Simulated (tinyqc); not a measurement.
Inside a calculation. Method: RHF in the sto-6g basis, for H4, spin multiplicity 1. One step of it, computed by the program tinyqc.

Question. Iteration 1: building the Fock matrix. J_ij = sum D_kl (ij|kl), K_ij = sum D_kl (ik|jl); F = H + J - 0.5 K; E = tr D H + tr D J / 2 - 0.25 tr D K + E_nn.

D at the start, lower triangle:
```
           1H 1s      2H 1s     3H 1s     4H 1s
1H 1s   0.329537
2H 1s   0.550925   1.272028
3H 1s  -0.409406  -0.166494  1.273003
4H 1s  -0.310899  -0.408256  0.550810  0.328742
```

core Hamiltonian H = T + V (hartree), lower triangle:
```
           1H 1s      2H 1s      3H 1s      4H 1s
1H 1s  -1.609459
2H 1s  -1.293642  -1.978697
3H 1s  -0.466951  -1.324907  -1.978296
4H 1s  -0.126824  -0.466204  -1.292039  -1.608686
```

Two-electron integrals (ij|kl) in chemists' order, unique and non-zero (hartree):
```
(11|11) 0.774999   (21|11) 0.404236   (21|21) 0.252086   (22|11) 0.543244
(22|21) 0.404236   (22|22) 0.774999   (31|11) 0.101645   (31|21) 0.069210
(31|22) 0.123849   (31|31) 0.021704   (32|11) 0.237628   (32|21) 0.184391
(32|22) 0.378551   (32|31) 0.065850   (32|32) 0.224801   (33|11) 0.313000
(33|21) 0.246261   (33|22) 0.525887   (33|31) 0.101645   (33|32) 0.378551
(33|33) 0.774999   (41|11) 0.022019   (41|21) 0.015353   (41|22) 0.028301
(41|31) 0.005166   (41|32) 0.016471   (41|33) 0.028306   (41|41) 0.001327
(42|11) 0.065076   (42|21) 0.049769   (42|22) 0.101463   (42|31) 0.018808
(42|32) 0.065736   (42|33) 0.123644   (42|41) 0.005158   (42|42) 0.021634
(43|11) 0.156504   (43|21) 0.119022   (43|22) 0.245928   (43|31) 0.049791
(43|32) 0.184140   (43|33) 0.403692   (43|41) 0.015338   (43|42) 0.069020
(43|43) 0.251494   (44|11) 0.212823   (44|21) 0.156629   (44|22) 0.312825
(44|31) 0.065153   (44|32) 0.237478   (44|33) 0.542878   (44|41) 0.022019
(44|42) 0.101463   (44|43) 0.403692   (44|44) 0.774999
```

nuclear repulsion = 2.76365938 hartree

Give: Coulomb J; exchange K; Fock matrix F; total energy of this density.

Answer.

Coulomb J (hartree), lower triangle:
```
        1H 1s   2H 1s   3H 1s   4H 1s
1H 1s  1.8035
2H 1s  1.2530  2.3256
3H 1s  0.4147  1.3331  2.3254
4H 1s  0.1056  0.4140  1.2512  1.8022
```

exchange K (hartree), lower triangle:
```
        1H 1s   2H 1s   3H 1s   4H 1s
1H 1s  0.9227
2H 1s  0.9567  1.4892
3H 1s  0.3200  0.9254  1.4890
4H 1s  0.0081  0.3195  0.9555  0.9212
```

Fock matrix F (hartree), lower triangle:
```
         1H 1s    2H 1s    3H 1s    4H 1s
1H 1s  -0.2674
2H 1s  -0.5190  -0.3977
3H 1s  -0.2122  -0.4545  -0.3975
4H 1s  -0.0253  -0.2120  -0.5186  -0.2670
```

total energy of this density = -1.974951 hartree
